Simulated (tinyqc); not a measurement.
UHF in the 3-21g basis, for H2, spin multiplicity 1, step by step. Computed by tinyqc, a small Python program that keeps every step (integrals from PySCF). Settings: charge = 0, multiplicity = 1, basis = 3-21g, energy threshold = 1e-08, iteration cap = 89, orthogonalisation = symmetric, start = core, DIIS depth = 4, method = UHF, break = 0.2. Command: `OMP_NUM_THREADS=1 python tinyqc.py 25707 25708 out.jsonl` (the two numbers bound the seeds that draw the settings). One thread of a shared host (Intel(R) Xeon(R) Processor @ 2.60GHz), about 0.06 s of CPU time with the checks. Later iterations appear only in the table of the cycle.

## One-electron integrals

Geometry (angstrom):
```
atom,x,y,z
H,0.000000,0.000000,0.000000
H,0.000000,0.000000,0.923000
```

Basis 3-21g: exponents (1/bohr^2) and contraction coefficients of normalised primitives:
```
element,l (shell),exponent,coefficient
H,s (1),5.447178,0.156285
H,s (1),0.824547,0.904691
H,s (2),0.183192,1.000000
```

Overlap, kinetic and nuclear-attraction integrals over the contracted functions; the nuclear repulsion is the sum of Za Zb / Rab.

nuclear repulsion = 0.57332309 hartree

overlap S, lower triangle:
```
,1H 1s,1H 2s,2H 1s,2H 2s
1H 1s,1.000000
1H 2s,0.645899,1.000000
2H 1s,0.251287,0.407704,1.000000
2H 2s,0.407704,0.756796,0.645899,1.000000
```

kinetic energy T (hartree), lower triangle:
```
,1H 1s,1H 2s,2H 1s,2H 2s
1H 1s,1.549405
1H 2s,0.293152,0.274788
2H 1s,0.029799,0.128130,1.549405
2H 2s,0.128130,0.169325,0.293152,0.274788
```

nuclear attraction V (hartree), lower triangle:
```
,1H 1s,1H 2s,2H 1s,2H 2s
1H 1s,-2.293520
1H 2s,-1.148306,-1.178690
2H 1s,-0.531832,-0.748813,-2.293520
2H 2s,-0.748813,-0.945286,-1.148306,-1.178690
```

core Hamiltonian H = T + V (hartree), lower triangle:
```
,1H 1s,1H 2s,2H 1s,2H 2s
1H 1s,-0.744115
1H 2s,-0.855154,-0.903902
2H 1s,-0.502033,-0.620683,-0.744115
2H 2s,-0.620683,-0.775961,-0.855154,-0.903902
```

## Two-electron integrals

Functions are numbered as in S; the eight-fold symmetry (ij|kl) = (ji|kl) = (kl|ij) leaves the list below.

Two-electron integrals (ij|kl) in chemists' order, unique and non-zero (hartree):
```
i,j,k,l,(ij|kl)
1,1,1,1,1.140145
2,1,1,1,0.611403
2,1,2,1,0.345152
2,2,1,1,0.626370
2,2,2,1,0.380329
2,2,2,2,0.482957
3,1,1,1,0.220653
3,1,2,1,0.127259
3,1,2,2,0.144528
3,1,3,1,0.065364
3,2,1,1,0.256012
3,2,2,1,0.157077
3,2,2,2,0.201330
3,2,3,1,0.087104
3,2,3,2,0.136874
3,3,1,1,0.562900
3,3,2,1,0.354197
3,3,2,2,0.475144
3,3,3,1,0.220653
3,3,3,2,0.377154
3,3,3,3,1.140145
4,1,1,1,0.377154
4,1,2,1,0.214027
4,1,2,2,0.237915
4,1,3,1,0.087104
4,1,3,2,0.110237
4,1,3,3,0.256012
4,1,4,1,0.136874
4,2,1,1,0.439392
4,2,2,1,0.269095
4,2,2,2,0.349211
4,2,3,1,0.117703
4,2,3,2,0.176276
4,2,3,3,0.439392
4,2,4,1,0.176276
4,2,4,2,0.276609
4,3,1,1,0.354197
4,3,2,1,0.221440
4,3,2,2,0.296872
4,3,3,1,0.127259
4,3,3,2,0.214027
4,3,3,3,0.611403
4,3,4,1,0.157077
4,3,4,2,0.269095
4,3,4,3,0.345152
4,4,1,1,0.475144
4,4,2,1,0.296872
4,4,2,2,0.406444
4,4,3,1,0.144528
4,4,3,2,0.237915
4,4,3,3,0.626370
4,4,4,1,0.201330
4,4,4,2,0.349211
4,4,4,3,0.380329
4,4,4,4,0.482957
```

## Orthogonalisation

S = U s U^T; symmetric (Loewdin) form X = U s^(-1/2) U^T, so that X^T S X = 1.

eigenvalues of S: 0.148653  0.420545  0.843265  2.587538

X, lower triangle:
```
,1H 1s,1H 2s,2H 1s,2H 2s
1H 1s,1.241498
1H 2s,-0.481736,1.681671
2H 1s,-0.052298,0.034248,1.241498
2H 2s,0.034248,-0.707172,-0.481736,1.681671
```

## Starting guess

The start is the orbitals of the core Hamiltonian, with HOMO and LUMO mixed by +/-0.2 rad for the two spins; D(s) = C_occ C_occ^T for each spin.

D(alpha) at the start, lower triangle:
```
,1H 1s,1H 2s,2H 1s,2H 2s
1H 1s,0.178254
1H 2s,0.196923,0.217547
2H 1s,0.120388,0.132997,0.081308
2H 2s,0.028294,0.031257,0.019109,0.004491
```

D(beta) at the start, lower triangle:
```
,1H 1s,1H 2s,2H 1s,2H 2s
1H 1s,0.081308
1H 2s,0.019109,0.004491
2H 1s,0.120388,0.028294,0.178254
2H 2s,0.132997,0.031257,0.196923,0.217547
```

## Iteration 1: building the Fock matrix

J_ij = sum D_kl (ij|kl) with D = D(alpha) + D(beta), K_ij = sum D_kl (ik|jl) for each spin; F = H + J - K(s); E = tr D H + tr D J / 2 - 0.5 sum_s tr D(s) K(s) + E_nn.

Coulomb J (hartree), lower triangle:
```
,1H 1s,1H 2s,2H 1s,2H 2s
1H 1s,1.469262
1H 2s,0.860438,1.030935
2H 1s,0.391084,0.565913,1.469262
2H 2s,0.565913,0.820697,0.860438,1.030935
```

exchange K(alpha) (hartree), lower triangle:
```
,1H 1s,1H 2s,2H 1s,2H 2s
1H 1s,0.650078
1H 2s,0.515858,0.463920
2H 1s,0.332129,0.329145,0.367382
2H 2s,0.401795,0.380216,0.326171,0.341388
```

exchange K(beta) (hartree), lower triangle:
```
,1H 1s,1H 2s,2H 1s,2H 2s
1H 1s,0.367382
1H 2s,0.326171,0.341388
2H 1s,0.332129,0.401795,0.650078
2H 2s,0.329145,0.380216,0.515858,0.463920
```

F(alpha) (hartree), lower triangle:
```
,1H 1s,1H 2s,2H 1s,2H 2s
1H 1s,0.075068
1H 2s,-0.510574,-0.336887
2H 1s,-0.443078,-0.383915,0.357765
2H 2s,-0.456565,-0.335479,-0.320887,-0.214355
```

F(beta) (hartree), lower triangle:
```
,1H 1s,1H 2s,2H 1s,2H 2s
1H 1s,0.357765
1H 2s,-0.320887,-0.214355
2H 1s,-0.443078,-0.456565,0.075068
2H 2s,-0.383915,-0.335479,-0.510574,-0.336887
```

total energy of this density = -1.06034972 hartree

## Iteration 1: diagonalisation and new density

Diagonalise F' = X^T F X, C = X C', fill 1 alpha and 1 beta electrons from the bottom; D(s) = C_occ C_occ^T. Each column has its largest component positive (the first on a tie).

F' = X^T F X (alpha) (hartree), lower triangle:
```
,1,2,3,4
1,0.660558
2,-0.679268,0.257964
3,-0.333518,-0.114111,0.900105
4,-0.136059,-0.201339,-0.568719,0.351464
```

orbital energies (alpha) (hartree): MO1 -0.515442, MO2 0.243368, MO3 1.039552, MO4 1.402613

coefficients C (alpha):
```
,MO1,MO2,MO3,MO4
1H 1s,0.336685,-0.107460,0.959144,0.855822
1H 2s,0.490923,-1.209005,-0.857038,-1.060255
2H 1s,0.216139,0.130824,0.735296,-1.082960
2H 2s,0.177877,1.366441,-0.488322,1.193354
```

F' = X^T F X (beta) (hartree), lower triangle:
```
,1,2,3,4
1,0.900105
2,-0.568719,0.351464
3,-0.333518,-0.136059,0.660558
4,-0.114111,-0.201339,-0.679268,0.257964
```

orbital energies (beta) (hartree): MO1 -0.515442, MO2 0.243368, MO3 1.039552, MO4 1.402613

coefficients C (beta):
```
,MO1,MO2,MO3,MO4
1H 1s,0.216139,0.130824,0.735296,-1.082960
1H 2s,0.177877,1.366441,-0.488322,1.193354
2H 1s,0.336685,-0.107460,0.959144,0.855822
2H 2s,0.490923,-1.209005,-0.857038,-1.060255
```

D(alpha) after iteration 1, lower triangle:
```
,1H 1s,1H 2s,2H 1s,2H 2s
1H 1s,0.113357
1H 2s,0.165286,0.241005
2H 1s,0.072771,0.106108,0.046716
2H 2s,0.059889,0.087324,0.038446,0.031640
```

D(beta) after iteration 1, lower triangle:
```
,1H 1s,1H 2s,2H 1s,2H 2s
1H 1s,0.046716
1H 2s,0.038446,0.031640
2H 1s,0.072771,0.059889,0.113357
2H 2s,0.106108,0.087324,0.165286,0.241005
```

## Iteration 2: building the Fock matrix

As before.

Coulomb J (hartree), lower triangle:
```
,1H 1s,1H 2s,2H 1s,2H 2s
1H 1s,1.394295
1H 2s,0.824310,1.004623
2H 1s,0.371134,0.541289,1.394295
2H 2s,0.541289,0.798309,0.824310,1.004623
```

exchange K(alpha) (hartree), lower triangle:
```
,1H 1s,1H 2s,2H 1s,2H 2s
1H 1s,0.570296
1H 2s,0.483257,0.468754
2H 1s,0.304169,0.322735,0.345161
2H 2s,0.385588,0.395089,0.327541,0.366172
```

exchange K(beta) (hartree), lower triangle:
```
,1H 1s,1H 2s,2H 1s,2H 2s
1H 1s,0.345161
1H 2s,0.327541,0.366172
2H 1s,0.304169,0.385588,0.570296
2H 2s,0.322735,0.395089,0.483257,0.468754
```

F(alpha) (hartree), lower triangle:
```
,1H 1s,1H 2s,2H 1s,2H 2s
1H 1s,0.079884
1H 2s,-0.514102,-0.368034
2H 1s,-0.435068,-0.402129,0.305018
2H 2s,-0.464982,-0.372741,-0.358385,-0.265452
```

F(beta) (hartree), lower triangle:
```
,1H 1s,1H 2s,2H 1s,2H 2s
1H 1s,0.305018
1H 2s,-0.358385,-0.265452
2H 1s,-0.435068,-0.464982,0.079884
2H 2s,-0.402129,-0.372741,-0.514102,-0.368034
```

total energy of this density = -1.09607711 hartree

## Iteration 2: DIIS over 2 matrices

error matrix X^T (FDS - SDF) X (alpha):
```
,1,2,3,4
1,0.000000,0.018190,0.011239,0.023419
2,-0.018190,0.000000,0.001043,0.012165
3,-0.011239,-0.001043,0.000000,0.006174
4,-0.023419,-0.012165,-0.006174,0.000000
```

B (overlaps of the stored error matrices):
```
,1,2
1,8.6575364e-02,1.6172127e-02
2,1.6172127e-02,4.7713218e-03
```

Minimise |sum c_i e_i|^2 with sum c_i = 1: solve [B -1; -1 0][c; lambda] = [0; -1] with B_ij = tr e_i^T e_j summed over both spins, and take F = sum c_i F_i.

DIIS coefficients: -0.193226  1.193226

extrapolated F(alpha) (hartree), lower triangle:
```
,1H 1s,1H 2s,2H 1s,2H 2s
1H 1s,0.080814
1H 2s,-0.514784,-0.374052
2H 1s,-0.433520,-0.405648,0.294826
2H 2s,-0.466608,-0.379941,-0.365631,-0.275325
```

extrapolated F(beta) (hartree), lower triangle:
```
,1H 1s,1H 2s,2H 1s,2H 2s
1H 1s,0.294826
1H 2s,-0.365631,-0.275325
2H 1s,-0.433520,-0.466608,0.080814
2H 2s,-0.405648,-0.379941,-0.514784,-0.374052
```

## Iteration 2: diagonalisation and new density

As before.

F' = X^T F X (alpha) (hartree), lower triangle:
```
,1,2,3,4
1,0.664018
2,-0.668288,0.228707
3,-0.308052,-0.115832,0.840327
4,-0.140597,-0.222418,-0.581326,0.308025
```

orbital energies (alpha) (hartree): MO1 -0.547207, MO2 0.214129, MO3 1.021456, MO4 1.352699

coefficients C (alpha):
```
,MO1,MO2,MO3,MO4
1H 1s,0.309893,-0.123054,0.942504,0.881933
1H 2s,0.469315,-1.217320,-0.805389,-1.100263
2H 1s,0.213990,0.149170,0.767024,-1.058737
2H 2s,0.228142,1.333665,-0.532235,1.203067
```

F' = X^T F X (beta) (hartree), lower triangle:
```
,1,2,3,4
1,0.840327
2,-0.581326,0.308025
3,-0.308052,-0.140597,0.664018
4,-0.115832,-0.222418,-0.668288,0.228707
```

orbital energies (beta) (hartree): MO1 -0.547207, MO2 0.214129, MO3 1.021456, MO4 1.352699

coefficients C (beta):
```
,MO1,MO2,MO3,MO4
1H 1s,0.213990,0.149170,0.767024,-1.058737
1H 2s,0.228142,1.333665,-0.532235,1.203067
2H 1s,0.309893,-0.123054,0.942504,0.881933
2H 2s,0.469315,-1.217320,-0.805389,-1.100263
```

D(alpha) after iteration 2, lower triangle:
```
,1H 1s,1H 2s,2H 1s,2H 2s
1H 1s,0.096034
1H 2s,0.145437,0.220257
2H 1s,0.066314,0.100429,0.045792
2H 2s,0.070700,0.107070,0.048820,0.052049
```

D(beta) after iteration 2, lower triangle:
```
,1H 1s,1H 2s,2H 1s,2H 2s
1H 1s,0.045792
1H 2s,0.048820,0.052049
2H 1s,0.066314,0.070700,0.096034
2H 2s,0.100429,0.107070,0.145437,0.220257
```

## Iteration 3: building the Fock matrix

As before.

Coulomb J (hartree), lower triangle:
```
,1H 1s,1H 2s,2H 1s,2H 2s
1H 1s,1.380051
1H 2s,0.817499,0.999746
2H 1s,0.367556,0.536763,1.380051
2H 2s,0.536763,0.794264,0.817499,0.999746
```

exchange K(alpha) (hartree), lower triangle:
```
,1H 1s,1H 2s,2H 1s,2H 2s
1H 1s,0.535965
1H 2s,0.464261,0.462127
2H 1s,0.301215,0.328973,0.360478
2H 2s,0.378805,0.400036,0.342212,0.381552
```

exchange K(beta) (hartree), lower triangle:
```
,1H 1s,1H 2s,2H 1s,2H 2s
1H 1s,0.360478
1H 2s,0.342212,0.381552
2H 1s,0.301215,0.378805,0.535965
2H 2s,0.328973,0.400036,0.464261,0.462127
```

F(alpha) (hartree), lower triangle:
```
,1H 1s,1H 2s,2H 1s,2H 2s
1H 1s,0.099971
1H 2s,-0.501916,-0.366283
2H 1s,-0.435692,-0.412892,0.275459
2H 2s,-0.462725,-0.381732,-0.379867,-0.285709
```

F(beta) (hartree), lower triangle:
```
,1H 1s,1H 2s,2H 1s,2H 2s
1H 1s,0.275459
1H 2s,-0.379867,-0.285709
2H 1s,-0.435692,-0.462725,0.099971
2H 2s,-0.412892,-0.381732,-0.501916,-0.366283
```

total energy of this density = -1.10007838 hartree

## Iteration 3: DIIS over 3 matrices

error matrix X^T (FDS - SDF) X (alpha):
```
,1,2,3,4
1,0.000000,0.004778,0.010819,0.009649
2,-0.004778,0.000000,0.010058,0.007376
3,-0.010819,-0.010058,0.000000,-0.003610
4,-0.009649,-0.007376,0.003610,0.000000
```

B (overlaps of the stored error matrices), lower triangle:
```
,1,2,3
1,8.6575364e-02
2,1.6172127e-02,4.7713218e-03
3,2.1548916e-03,2.0495635e-03,1.6063187e-03
```

As before.

DIIS coefficients: 0.695860  -4.340041  4.644181

extrapolated F(alpha) (hartree), lower triangle:
```
,1H 1s,1H 2s,2H 1s,2H 2s
1H 1s,0.169822
1H 2s,-0.455051,-0.338230
2H 1s,-0.443539,-0.439441,0.204441
2H 2s,-0.448644,-0.388570,-0.432056,-0.323972
```

extrapolated F(beta) (hartree), lower triangle:
```
,1H 1s,1H 2s,2H 1s,2H 2s
1H 1s,0.204441
1H 2s,-0.432056,-0.323972
2H 1s,-0.443539,-0.448644,0.169822
2H 2s,-0.439441,-0.388570,-0.455051,-0.338230
```

## Iteration 3: diagonalisation and new density

As before.

F' = X^T F X (alpha) (hartree), lower triangle:
```
,1,2,3,4
1,0.739416
2,-0.629818,0.261870
3,-0.316191,-0.131317,0.768868
4,-0.134535,-0.227655,-0.616468,0.272121
```

orbital energies (alpha) (hartree): MO1 -0.543560, MO2 0.214252, MO3 1.020479, MO4 1.351105

coefficients C (alpha):
```
,MO1,MO2,MO3,MO4
1H 1s,0.270271,-0.137203,0.874011,0.959962
1H 2s,0.370144,-1.274750,-0.696124,-1.146634
2H 1s,0.254967,0.138231,0.844153,-0.990245
2H 2s,0.335028,1.294463,-0.646193,1.164436
```

F' = X^T F X (beta) (hartree), lower triangle:
```
,1,2,3,4
1,0.768868
2,-0.616468,0.272121
3,-0.316191,-0.134535,0.739416
4,-0.131317,-0.227655,-0.629818,0.261870
```

orbital energies (beta) (hartree): MO1 -0.543560, MO2 0.214252, MO3 1.020479, MO4 1.351105

coefficients C (beta):
```
,MO1,MO2,MO3,MO4
1H 1s,0.254967,0.138231,0.844153,-0.990245
1H 2s,0.335028,1.294463,-0.646193,1.164436
2H 1s,0.270271,-0.137203,0.874011,0.959962
2H 2s,0.370144,-1.274750,-0.696124,-1.146634
```

D(alpha) after iteration 3, lower triangle:
```
,1H 1s,1H 2s,2H 1s,2H 2s
1H 1s,0.073046
1H 2s,0.100039,0.137007
2H 1s,0.068910,0.094374,0.065008
2H 2s,0.090548,0.124009,0.085421,0.112244
```

D(beta) after iteration 3, lower triangle:
```
,1H 1s,1H 2s,2H 1s,2H 2s
1H 1s,0.065008
1H 2s,0.085421,0.112244
2H 1s,0.068910,0.090548,0.073046
2H 2s,0.094374,0.124009,0.100039,0.137007
```

## Iteration 8 (converged): orbitals

converged F(alpha) (hartree), lower triangle:
```
,1H 1s,1H 2s,2H 1s,2H 2s
1H 1s,0.186987
1H 2s,-0.443581,-0.330037
2H 1s,-0.440636,-0.442455,0.186987
2H 2s,-0.442455,-0.386750,-0.443581,-0.330037
```

converged F(beta) (hartree), lower triangle:
```
,1H 1s,1H 2s,2H 1s,2H 2s
1H 1s,0.186987
1H 2s,-0.443581,-0.330037
2H 1s,-0.440636,-0.442455,0.186987
2H 2s,-0.442455,-0.386750,-0.443581,-0.330037
```

As before.

F' = X^T F X (alpha) (hartree), lower triangle:
```
,1,2,3,4
1,0.753977
2,-0.624673,0.267391
3,-0.313209,-0.132001,0.753977
4,-0.132001,-0.226121,-0.624673,0.267391
```

orbital energies (alpha) (hartree): MO1 -0.541576, MO2 0.210261, MO3 1.023614, MO4 1.350437

coefficients C (alpha):
```
,MO1,MO2,MO3,MO4
1H 1s,0.262460,-0.139680,0.859264,0.974968
1H 2s,0.352812,-1.282541,-0.671171,-1.158229
2H 1s,0.262460,0.139680,0.859264,-0.974968
2H 2s,0.352812,1.282541,-0.671171,1.158229
```

F' = X^T F X (beta) (hartree), lower triangle:
```
,1,2,3,4
1,0.753977
2,-0.624673,0.267391
3,-0.313209,-0.132001,0.753977
4,-0.132001,-0.226121,-0.624673,0.267391
```

orbital energies (beta) (hartree): MO1 -0.541576, MO2 0.210261, MO3 1.023614, MO4 1.350437

coefficients C (beta):
```
,MO1,MO2,MO3,MO4
1H 1s,0.262460,0.139680,0.859264,-0.974968
1H 2s,0.352812,1.282541,-0.671171,1.158229
2H 1s,0.262460,-0.139680,0.859264,0.974968
2H 2s,0.352812,-1.282541,-0.671171,-1.158229
```

D(alpha) after iteration 8, lower triangle:
```
,1H 1s,1H 2s,2H 1s,2H 2s
1H 1s,0.068885
1H 2s,0.092599,0.124477
2H 1s,0.068885,0.092599,0.068885
2H 2s,0.092599,0.124477,0.092599,0.124476
```

D(beta) after iteration 8, lower triangle:
```
,1H 1s,1H 2s,2H 1s,2H 2s
1H 1s,0.068885
1H 2s,0.092599,0.124476
2H 1s,0.068885,0.092599,0.068885
2H 2s,0.092599,0.124477,0.092599,0.124477
```

## Convergence

Stop when the energy changes by less than 1e-08 hartree and every element of the error matrix X^T (F D S - S D F) X (for each spin) is below 3e-05.

Course of the cycle:
```
iteration,E (hartree),change,largest element of the error matrix
1,-1.06034972,-,8.39e-02
2,-1.09607711,-3.57e-02,2.34e-02
3,-1.10007838,-4.00e-03,1.08e-02
4,-1.10467951,-4.60e-03,1.80e-03
5,-1.10478558,-1.06e-04,1.05e-04
6,-1.10478558,-4.71e-09,3.55e-05
7,-1.10478564,-5.37e-08,2.79e-06
8,-1.10478564,-3.71e-10,6.42e-09
```

PySCF UHF in the same basis, after a stability check = -1.10478564 hartree

Converged in 8 iterations.

## Populations, bond orders and dipole

Mulliken: Z minus the diagonal of D S on the atom; Loewdin: the same with S^(1/2) D S^(1/2); Mayer order: 2 sum_s sum (D(s) S)_ij (D(s) S)_ji over the two atoms.

Charges (e):
```
atom,Mulliken,Loewdin,Mulliken spin
1H,0,0,8.06e-08
2H,0,0,-8.06e-08
```

Mayer bond orders:
```
pair,order
2-1,1.000000
```

dipole moment about the origin, x y z (debye): 0.000000  0.000000  0.000000

<S^2> of the determinant (pure state: 0) = 0.000000
